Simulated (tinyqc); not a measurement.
# Worked calculation: p-i-n power rectifier, conductivity modulation at high injection

Numbers from tinyqc (`OMP_NUM_THREADS=1 python tinyqc.py 2230006 2230007 out.jsonl`; about 0.01 s on one thread of a shared Intel Xeon 2.30GHz). Printed values are rounded.

A drift layer from x = -d to d (2 d = W) between ideal p+ and n+ emitters (no recombination in them). High injection, n = p, ambipolar diffusion with one lifetime; both mobilities scale as (T/300 K)^(-bt).

Values chosen for this exercise; bulk values close to those of silicon:

| symbol | value | unit | meaning |
|---|---|---|---|
| T | 450 | K | temperature |
| eps_r | 11.8 |  | relative permittivity |
| Kc | 4110 | V/cm per (cm^-3)^(1/8) | critical-field constant |
| BV | 240 | V | rated breakdown voltage of the drift layer |
| mud | 1220 | cm^2/(V s) | drift mobility at 300 K |
| bt | 2 |  | temperature exponent of the drift mobility |
| mup | 422 | cm^2/(V s) | hole mobility at 300 K |
| Eg | 1.16 | eV | band gap |
| Nc | 5.14e19 | cm^-3 | conduction-band density of states at T |
| Nv | 4.87e19 | cm^-3 | valence-band density of states at T |
| J | 200 | A/cm^2 | forward current density |
| tau | 1.6e-7 | s | high-level lifetime |

Constants: q = 1.602176634e-19 C, kB = 1.380649e-23 J/K, Vt = kB T/q, eps0 = 8.8541878128e-14 F/cm where lengths are in cm. Results are converted to the units shown.

## Drift layer

Triangular field at breakdown with Ec = Kc N^(1/8): BV = eps0 eps_r Ec^2/(2 q N), so N = (eps0 eps_r Kc^2/(2 q BV))^(4/3); W = 2 BV/Ec; mu = mud (T/300 K)^(-bt); rho = 1/(q mu N); ideal resistance rho W.

N = 1.405024e15 cm^-3
Ec = 0.3215898 MV/cm
W = 14.92585 um
mu = 542.2222 cm^2/(V s)
rho = 8.192730 ohm cm
ideal resistance = 12.22834 mohm cm^2

## Carrier profile

Da = 2 mun mup Vt/(mun + mup), La = sqrt(Da tau), B = (mun - mup)/(mun + mup) with mun = mud (T/300 K)^(-bt), mup likewise; n(x) = (tau J/(2 q La)) [cosh(x/La)/sinh(d/La) - B sinh(x/La)/cosh(d/La)]. 9 equal steps.

Da = 10.80767 cm^2/s
La = 13.15001 um
B = 0.4859927

```
point     x (um)    n (cm^-3)
0      -7.462923  1.668340e17
1      -5.804496  1.538927e17
2      -4.146068  1.434022e17
3      -2.487641  1.351957e17
4      -0.829214  1.291423e17
5       0.829214  1.251457e17
6       2.487641  1.231421e17
7       4.146068  1.230998e17
8       5.804496  1.250181e17
9       7.462923  1.289274e17
```

d/La = 0.568. The lowest density on the grid is 87.6 times the drift doping.

## Forward voltage and stored charge

Ohmic drop: integral of J/(q (mun + mup) n); diffusion (Dember) drop Vt B ln(n(-d)/n(d)); both junctions together Vt ln(n(-d) n(d)/ni^2), ni = sqrt(Nc Nv) exp(-Eg/(2 Vt)), Eg in volts; V_F = the sum; stored charge q times the integral of n. Trapezoid rule; mun and mup scale as (T/300 K)^(-bt).

ohmic drop = 0.01921077 V
diffusion drop = 0.004857514 V
junction drops = 0.7076710 V
V_F = 0.7317393 V
stored charge = 32.04240 uC/cm^2

A fine grid gives V_F = 0.7318 V and the stored charge J tau = 32.00 uC/cm^2. Without modulation the drift layer alone would drop J rho W = 2.45 V, 102 times the ohmic and diffusion drops together.
